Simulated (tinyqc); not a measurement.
MOS capacitor on an n-type substrate, surface potential from the exact charge relation: Capacitance-voltage curves.

Uniform n-type substrate, Boltzmann statistics, full ionisation, classical densities. psi is the surface potential against the body (positive when the bands bend down) and u = -psi/Vt. Traps are spread evenly over the gap and neutral at flat band, so their charge is -q Dit psi; the minority quasi-Fermi level is shifted by Vb.

ni = sqrt(Nc Nv) exp(-Eg/(2 Vt)), Eg in volts; phiF = Vt ln(N/ni); Cox = eps0 eox/tox; Vfb = phiM - chi - Vt ln(Nc/N) - q Nf/Cox; Q0 = sqrt(2 eps0 eps_r q N Vt); r = (ni/N)^2 exp(-Vb/Vt); VT = Vfb - [(2 phiF + Vb)(1 + q Dit/Cox) + sqrt(2 eps0 eps_r q N (2 phiF + Vb))/Cox]. u = -psi/Vt; F^2 = exp(-u) + u - 1 + r (exp(u) - u - 1); Qs = +sign(u) Q0 F; Cs = -dQs/dpsi = (Q0/Vt) |1 - exp(-u) + r (exp(u) - 1)|/(2 F). psi solves Vg = Vfb + psi + (q Dit psi - Qs)/Cox. Low frequency: 1/C_LF = 1/Cox + 1/(Cs + q Dit). High frequency, in the simple estimate in which traps and minority carriers do not follow: 1/C_HF = 1/Cox + 1/Cd, Cd being Cs with r = 0 at the same psi. Deep depletion: r = 0 and Dit = 0 both in the equation for psi and in Cs. Minority sheet density N_inv = (Q0/(2 q)) int_0^u r (exp(t) - 1)/F(t) dt for u > 0. N_inv under 1 cm^-2 is printed as 0. Regimes: accumulation when majority carriers gather, then depletion up to |psi| = phiF + Vb, weak inversion up to 2 phiF + Vb, strong inversion beyond.

Parameters, values chosen for the exercise; band and dielectric values close to those of gallium arsenide: temperature T = 300 K; band gap Eg = 1.41 eV; relative permittivity eps_r = 12.9; conduction-band density of states at T Nc = 4.44e17 cm^-3; valence-band density of states at T Nv = 8.87e18 cm^-3; electron affinity chi = 4 eV; donor density of the substrate N = 5.3e16 cm^-3; relative permittivity of the gate insulator (close to silicon dioxide) eox = 3.9; insulator thickness tox = 21 nm; gate work function phiM = 4.04 eV; fixed charge at the interface, in units of q Nf = 1.4e10 cm^-2; density of interface traps Dit = 0 cm^-2 eV^-1; reverse bias of the inversion layer against the body Vb = 0 V.

Constants: q = 1.602176634e-19 C, kB = 1.380649e-23 J/K, Vt = kB T/q, eps0 = 8.8541878128e-14 F/cm where lengths are in cm. Results are converted to the units shown.

Capacitance-voltage curves:
```
Vg (V)  psi (V)  C_LF/Cox  C_HF/Cox  C_deep/Cox  N_inv (cm^-2)            regime
0.58    0.07643    0.9247    0.9247      0.9247              0      accumulation
0.08    0.02053    0.8316    0.8316      0.8316              0      accumulation
-0.42   -0.1248    0.5716    0.5716      0.5716              0         depletion
-0.92   -0.3843    0.4143    0.4143      0.4143              0         depletion
-1.42   -0.6973    0.3407    0.3407      0.3407          20.92    weak inversion
-1.92    -1.039    0.2963    0.2962      0.2962        9.247e6    weak inversion
-2.42    -1.294    0.8464    0.2733      0.2655       1.487e11  strong inversion
-2.92    -1.336    0.9491    0.2701      0.2427       6.068e11  strong inversion
-3.42    -1.356    0.9682    0.2686      0.2249       1.095e12  strong inversion
```

What does the comparison show, and why?

C_LF/Cox is lowest, 0.296, at Vg = -1.92 V (weak inversion) among the rows listed and is 0.968 in the last row, where C_HF/Cox is 0.269 and the deep-depletion value 0.225. Vfb = -0.0286 V, where C_HF/Cox = 0.788 (Cox in series with eps0 eps_r/LD), and VT = -2.19 V. Over the last two rows psi moves by only 0.040 V a volt of gate bias, since the inversion charge screens the body. In strong accumulation and inversion degeneracy and confinement, left out here, lower the capacitance.

tinyqc, about 0.01 s, one thread, Intel Xeon 2.30GHz (shared host): `OMP_NUM_THREADS=1 python tinyqc.py 2060120 2060121 out.jsonl`
